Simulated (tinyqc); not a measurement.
Harmonic transition-state theory with quantum, tunnelling and friction corrections: one step, computed by the program tinyqc. Command: `OMP_NUM_THREADS=1 python tinyqc.py 3003001 3003002 out.jsonl rates walk`. One thread of a shared host (Intel(R) Xeon(R) Processor @ 2.30GHz), about 0.06 s of CPU time with the checks.

One atom hops between equivalent sites; three modes at the minimum and two real modes at the saddle are treated as harmonic, the rest of the crystal as unchanged; melting is ignored, so hot rows may lie above the melting point.

Task: Classical rate and diffusivity. Vineyard: nu* = product of minimum frequencies / product of real saddle frequencies; k_cl = nu* exp(-E_b/(k_B T)). Activation entropy S = k_B ln(nu* h/(k_B T)); for uncorrelated jumps D = z k d^2/6 and D0 = z nu* d^2/6; 1 angstrom^2 = 1e-16 cm^2.

Inputs (values chosen for the exercise, modelled on interstitial hydrogen in silicon):
```
quantity                     value      unit
barrier E_b                  0.531        eV
temperature T                  325         K
jump length d                 1.92  angstrom
number of jump directions z      6         -
```

Lattice of sites: three-dimensional.

frequencies at the minimum (THz): 47.6  49.2  52.6

real frequencies at the saddle (THz): 34.2  45.7

Constants: k_B = 8.617333262e-05 eV/K; h x 1 THz = 4.135667696 meV.

Give: prefactor nu*; classical rate k_cl; activation entropy in the Eyring form; classical diffusivity D; prefactor D0.

Result:

prefactor nu* = 78.82 THz

classical rate k_cl = 4.596e+05 1/s

activation entropy in the Eyring form = 2.454 k_B

classical diffusivity D = 1.694e-10 cm^2/s

prefactor D0 = 0.02905 cm^2/s

Caution: h nu exceeds k_B T, so zero-point and tunnelling corrections to the classical rate matter.
